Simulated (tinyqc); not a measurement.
Worked calculation: model-solid line-up of a strained alloy layer on a substrate. Values are carried at full precision from step to step, so a last printed digit may differ when a step is redone from the rounded ones.

All values of the alloy are linear in x but the gap, Eg(x) = (1 - x) Eg_A + x Eg_B - C x (1 - x), and the valence edge, Ev(x) = (1 - x) Ev_A + x Ev_B + fv C x (1 - x); Ec = Ev + Eg. Ev is the top of the unstrained valence band on a scale common to all materials. In the layer only the Gamma valley of the conduction band is followed, also where an X or L valley would lie lower.

Parameters, chosen for this exercise (A near GaSb, B near GaAs, substrate near InP; shifted at random, so the results belong to these values and not to a real crystal):

| symbol | value | unit | meaning |
|---|---|---|---|
| a | (6.091, 5.645) | angstrom | lattice constant of A, B |
| Eg | (0.82, 1.537) | eV | gap at Gamma to the s-like level of A, B |
| Dso | (0.752, 0.345) | eV | spin-orbit splitting of A, B |
| Ev | (-0.03, -0.79) | eV | top of the unstrained valence band of A, B |
| ac | (-7.39, -7.17) | eV | conduction deformation potential of A, B |
| av | (0.81, 1.15) | eV | valence hydrostatic potential of A, B |
| b | (-2.02, -2.02) | eV | tetragonal shear potential of A, B |
| d | (-4.71, -4.83) | eV | trigonal shear potential of A, B |
| C11 | (88, 122.3) | GPa | of A, B |
| C12 | (40.3, 57) | GPa | of A, B |
| C44 | (42.9, 60.2) | GPa | of A, B |
| C | 1.488 | eV | bowing of the gap |
| fv | 0.6 |  | share of the bowing taken by the valence edge |
| x | 0.56 |  | fraction of B |
| a_s | 5.872 | angstrom | substrate |
| face | 110 |  | growth face |
| Eg_s | 1.444 | eV | lowest gap of the substrate |
| Ev_s | -0.93 | eV | substrate valence edge |
| e14 | -0.131 | C/m^2 | piezoelectric constant of the layer |
| eps | 12.2 |  | dielectric constant |
| Lw | 14 | nm | thickness of the layer |

## Values of the alloy

Interpolate.

Alloy at x (a in angstrom, C11, C12, C44 in GPa, all else in eV):

| symbol | value |
|---|---|
| a | 5.8412 |
| Eg | 0.8549 |
| Dso | 0.5241 |
| Ev | -0.2356 |
| ac | -7.2668 |
| av | 1.0004 |
| b | -2.0200 |
| d | -4.7772 |
| C11 | 107.2080 |
| C12 | 49.6520 |
| C44 | 52.5880 |

## Strain on the (110) substrate

Coherent growth on a (110) face: e_par = (a_s - a)/a, e_perp = -(C11 + 3 C12 - 2 C44)/(C11 + C12 + 2 C44) e_par; exx = eyy = (e_par + e_perp)/2, ezz = e_par, exy = (e_perp - e_par)/2, eyz = ezx = 0.

Use the values of the alloy.

e_par = 0.005266
e_perp = -0.003034

strain tensor in the cubic axes:
```
           x          y         z
x   0.001116  -0.004150  0.000000
y  -0.004150   0.001116  0.000000
z   0.000000   0.000000  0.005266
```

The layer is under tension in the plane; its volume changes by +0.750 %.

## Strained band edges

Strained edges: Ec + ac tr(e); the valence edges are Ev plus the levels of the 6 x 6 matrix of X, Y, Z times spin with -Dso/3 + l exx + m (eyy + ezz) on the diagonal (cyclic), n exy off it, l = av + 2 b, m = av - b, n = sqrt(3) d. Spin-orbit term (Dso/3) L.sigma on X, Y, Z with (L_k)_ij = -i epsilon_kij: <X+|H|Y+> = -i Dso/3, <X+|H|Z-> = Dso/3, <Y+|H|Z-> = -i Dso/3, <Z+|H|X-> = -Dso/3, <Z+|H|Y-> = i Dso/3, <X-|H|Y-> = i Dso/3, and their conjugates; + and - are the spin along z.

Give the hydrostatic shifts, the strain block and the edges.

ac tr(e), av tr(e) (eV): -0.0545  0.0075

strain block (eV), lower triangle:
```
        X       Y        Z
X  0.0159
Y  0.0343  0.0159
Z       0       0  -0.0093
```

Ec and the three valence edges from the top (eV): 0.5648  -0.2049  -0.2496  -0.7539

strained gap = 0.7697 eV

Strain moves the gap by -85 meV: -62 meV from the volume and -23 meV from the splitting of the valence edge, which always raises the top.

## Offsets against the substrate material

dEc = Ec(substrate) - Ec(layer), dEv = Ev(layer) - Ev(substrate); positive values confine the carrier in the layer. Type I: both of one sign; type II: opposite signs; type III: the gaps do not overlap.

Give also the smallest gap across the interface, min Ec - max Ev.

dEc = -0.0508 eV
dEv = 0.7251 eV

type: II

smallest gap = 0.7189 eV

Electrons collect in the substrate material and holes in the layer.

## Piezoelectric polarisation

P_x = 2 e14 eyz and cyclic. The field along the normal n of the (110) face is -P.n/(eps eps0) in a layer between thick unstrained barriers, eps0 = 8.8541878e-12 F/m; 1 kV/cm = 1e5 V/m.

P (C/m^2): 0.000000  0.000000  0.001087

P.n = 0.000000 C/m^2
field along n = 0.0 kV/cm
potential drop across the layer = 0.0 mV

P lies along [001], in the plane of the layer, so a wide layer carries no field along its normal.

Computed by tinyqc, a small Python program: `OMP_NUM_THREADS=1 python tinyqc.py 1081245 1081246 out.jsonl` (the numbers bound the seed that draws the inputs); one thread of a shared host (Intel(R) Xeon(R) Processor @ 2.30GHz), about 0.02 s for the whole set of steps.
